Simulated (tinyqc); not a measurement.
Lattice vibrations of a chain, step by step. One step of it, computed by the program tinyqc.

Problem. Frequencies. omega^2 are the eigenvalues; wavenumber = 521.4708 sqrt(eigenvalue) 1/cm.

D(q) (eV/(angstrom^2 u)), lower triangle (Hermitian):
```
                     1                    2         3
1             0.393556
2  -0.060386-0.035775i             0.331002
3  -0.545164-0.640211i  -0.349570-0.092142i  2.961832
```

Give: eigenvalues; wavenumbers; weights |e|^2 of the mass-weighted modes.

Solution.

eigenvalues: 0.0329  0.4042  3.2493

wavenumbers (1/cm): 94.6  331.5  940.0

weights |e|^2 of the mass-weighted modes:
```
        mode 1  mode 2  mode 3
atom 1  0.6217  0.3010  0.0774
atom 2  0.2925  0.6951  0.0124
atom 3  0.0859  0.0039  0.9102
```
